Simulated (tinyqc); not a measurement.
Spectrum around the optical phonon: single-oscillator infrared dielectric function of a polar cubic crystal. Computed by tinyqc, a small Python program. Command: `OMP_NUM_THREADS=1 python tinyqc.py 3018371 3018372 out.jsonl infrared walk`. One thread of a shared host (Intel(R) Xeon(R) Processor @ 2.30GHz), about 0.01 s of CPU time with the checks.

One ion pair, charges +Z* and -Z*, in a cell of volume Omega = a^3/4. Frequencies omega are given as wavenumbers (1/cm); eps_s is the static dielectric constant.

Inputs (values chosen for the exercise, modelled on gallium arsenide):
```
quantity,value,unit
lattice constant a,5.653,angstrom
mass M_A,69.72,u
mass M_B,74.92,u
omega_TO,269,1/cm
Born charge Z*,2.12,e
eps_inf,10.6,-
phonon damping gamma,2.5,1/cm
```

Structure: zinc blende. Free carriers: absent.

Constants: nu for 1 eV/(angstrom^2 u) = 15.6333042 THz; 1 THz = 33.35640952 1/cm; e^2/(4 pi eps_0) = 14.39964548 eV angstrom.

Method:
- mu = M_A M_B/(M_A + M_B); ionic plasma term W^2 = 4 pi Z*^2 (e^2/(4 pi eps_0))/(Omega mu) in eV/(angstrom^2 u), turned into 1/cm by W = 15.6333042 x 33.35640952 x sqrt(W^2); omega_LO^2 = omega_TO^2 + W^2/eps_inf; eps_s = eps_inf + W^2/omega_TO^2; Szigeti charge 3 Z*/(eps_inf + 2); longitudinal (Callen) charge Z*/eps_inf.
- eps(omega) = eps_inf + W^2/(omega_TO^2 - omega^2 - i gamma omega); n + i k = sqrt(eps) with k >= 0; R = |(n + i k - 1)/(n + i k + 1)|^2 at normal incidence from vacuum.
- The loss function is Im(-1/eps).

omega_LO = 291.810 1/cm

W = 368.235 1/cm

Spectrum:
```
omega (1/cm),Re eps,Im eps,R,Im(-1/eps)
134,13.092,0.015346,0.32142,8.9530e-05
229,17.401,0.19547,0.37611,6.4545e-04
261,41.841,4.8077,0.53782,0.0027105
269,10.6,201.63,0.81554,0.0049459
275,-29.178,8.3786,0.90663,0.0090915
280,-11.556,2.5682,0.88948,0.018327
287,-2.8796,0.96639,0.75568,0.10475
292,0.12458,0.59266,0.14113,1.6159
298,2.3704,0.37287,0.047914,0.064758
309,4.7416,0.19574,0.13757,0.0086915
336,7.2563,0.069292,0.21028,0.0013159
438,9.4652,0.010400,0.25948,1.1608e-04
730,10.306,0.0011667,0.27559,1.0986e-05
```

What follows from these numbers?

R peaks among these rows at 275 per cm with 0.91 and is lowest, 0.048, at 298; far above omega_LO it tends to ((sqrt(eps_inf) - 1)/(sqrt(eps_inf) + 1))^2 = 0.281. Im eps is largest at 269 and the loss function at 292: absorption marks the TO mode and the loss function the LO mode. Re eps is negative in some rows, where R averages 0.85.

Extremes, crossings and ranges named in words are read from the listed rows.
